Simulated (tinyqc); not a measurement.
LDA (PW92) atom on a uniform radial grid, spin-unpolarised, for Li, step by step. Computed by tinyqc, a small Python program that keeps every step. Settings: Z = 3, points = 64, R = 14.8, functional = lda,pw, mixing = 0.2, iteration cap = 60. Command: `OMP_NUM_THREADS=1 python tinyqc.py 21565 21566 out.jsonl` (the two numbers bound the seeds that draw the settings). One thread of a shared host (Intel(R) Xeon(R) Processor @ 2.60GHz), about 0.1 s of CPU time with the checks. Later iterations appear only in the table of the cycle.

## Iteration 1

Spherical atom on a uniform radial grid r_j = j h with h = R/(N + 1), h sum u^2 = 1 and integrals as h times sums, u(0) = u(R) = 0 (atomic units):
```
parameter,value
Z,3
points N,64
R,14.800000
h,0.227692
mixing,0.200000
electrons in 1s,2
electrons in 2s,1
```

Three-point differences turn -u''/2 + [l(l+1)/2r^2 - Z/r + V] u = e u into a tridiagonal matrix (diagonal 1/h^2 + potential, off-diagonal -1/2h^2). D = sum f u^2; the Hartree potential y/r solves y'' = -D/r with y(0) = 0, y(R) = N_e; v_xc comes from rho = D/(4 pi r^2); E = sum f e - int D V + int D (V_H/2 + eps_xc); V(new) = V + mixing (V_H + v_xc - V).

eigenvalues (hartree): 1s -4.070501, 2s -1.093977

Every 4th grid point:
```
r,V in,u(1s),u(2s),D,V_H,v_xc
0.910769,0.000000,0.668228,-0.263527,0.962504,2.708319,-0.505028
1.821538,0.000000,0.103833,-0.746629,0.579018,1.565359,-0.282800
2.732308,0.000000,0.012101,-0.531871,0.283179,1.087557,-0.178524
3.643077,0.000000,0.001254,-0.268849,0.072283,0.822317,-0.099962
4.553846,0.000000,0.000122,-0.115166,0.013263,0.658665,-0.052681
5.464615,0.000000,0.000011,-0.044708,0.001999,0.548975,-0.026619
6.375385,0.000000,1.03e-06,-0.016256,0.000264,0.470559,-0.012993
7.286154,0.000000,9.13e-08,-0.005641,0.000032,0.411740,-0.006159
8.196923,0.000000,7.98e-09,-0.001890,3.57e-06,0.365991,-0.002849
9.107692,0.000000,6.89e-10,-0.000616,3.80e-07,0.329392,-0.001292
10.018462,0.000000,5.89e-11,-0.000197,3.86e-08,0.299447,-0.000577
10.929231,0.000000,0,-0.000062,3.79e-09,0.274493,-0.000254
11.840000,0.000000,0,-0.000019,3.61e-10,0.253378,-0.000111
12.750769,0.000000,0,-0.000006,3.32e-11,0.235280,-0.000048
13.661538,0.000000,0,-1.66e-06,0,0.219595,-0.000010
14.572308,0.000000,0,-2.37e-07,0,0.205870,0.000000
```

total energy = -6.10994358 hartree

## Iteration 2

As before.

eigenvalues (hartree): 1s -3.456328, 2s -0.830164

Every 4th grid point:
```
r,V in,u(1s),u(2s),D,V_H,v_xc
0.910769,0.440658,0.693804,-0.189297,0.998561,2.654645,-0.510803
1.821538,0.256512,0.123581,-0.704025,0.526196,1.541638,-0.274718
2.732308,0.181807,0.016856,-0.578329,0.335033,1.080969,-0.187760
3.643077,0.144471,0.002061,-0.336312,0.113114,0.821017,-0.114250
4.553846,0.121197,0.000237,-0.166029,0.027566,0.658454,-0.065599
5.464615,0.104471,0.000026,-0.074473,0.005546,0.548945,-0.036291
6.375385,0.091513,2.84e-06,-0.031374,0.000984,0.470555,-0.019502
7.286154,0.081116,3.02e-07,-0.012646,0.000160,0.411739,-0.010226
8.196923,0.072628,3.16e-08,-0.004933,0.000024,0.365991,-0.005251
9.107692,0.065620,3.27e-09,-0.001876,3.52e-06,0.329392,-0.002650
10.018462,0.059774,3.35e-10,-0.000699,4.89e-07,0.299447,-0.001318
10.929231,0.054848,3.41e-11,-0.000256,6.57e-08,0.274493,-0.000648
11.840000,0.050653,0,-0.000093,8.57e-09,0.253378,-0.000315
12.750769,0.047046,0,-0.000033,1.08e-09,0.235280,-0.000152
13.661538,0.043917,0,-0.000011,1.18e-10,0.219595,-0.000070
14.572308,0.041174,0,-1.68e-06,0,0.205870,-0.000009
```

total energy = -6.27710451 hartree

## Convergence

Stop when input and output potentials agree to 1e-7.

Course of the cycle (hartree):
```
iteration,E,e(1s),e(2s),largest |V(out) - V(in)|
1,-6.10994358,-4.070501,-1.093977,3.98e+00
2,-6.27710451,-3.456328,-0.830164,3.01e+00
3,-6.38467648,-2.993084,-0.638505,2.27e+00
4,-6.45276533,-2.644162,-0.498704,1.70e+00
5,-6.49526345,-2.381740,-0.396297,1.27e+00
6,-6.52148759,-2.184699,-0.320961,9.42e-01
7,-6.53752485,-2.037018,-0.265316,6.98e-01
8,-6.54726550,-1.926548,-0.224059,5.15e-01
9,-6.55315204,-1.844088,-0.193366,3.78e-01
10,-6.55669701,-1.782672,-0.170466,2.77e-01
11,-6.55882722,-1.737037,-0.153338,2.02e-01
...,...,...,...,...
50,-6.56203936,-1.611282,-0.102033,1.61e-05
51,-6.56203936,-1.611285,-0.102034,1.34e-05
52,-6.56203936,-1.611288,-0.102034,1.11e-05
53,-6.56203936,-1.611289,-0.102035,9.20e-06
54,-6.56203936,-1.611291,-0.102035,7.62e-06
55,-6.56203936,-1.611292,-0.102035,6.30e-06
56,-6.56203936,-1.611294,-0.102036,5.20e-06
57,-6.56203936,-1.611294,-0.102036,4.29e-06
58,-6.56203936,-1.611295,-0.102036,3.54e-06
59,-6.56203936,-1.611296,-0.102036,2.91e-06
60,-6.56203936,-1.611296,-0.102036,2.39e-06
```

Not converged within 60 iterations: the residual falls steadily but slowly, by a factor of about 0.83 a step. Reruns (cap 100 unless said): mixing 0.3: converged in 49; mixing 0.6: converged in 20; the original settings with a cap of 400: converged in 76. Even converged, this uniform grid resolves the cusp poorly and misses the energy of the atom.
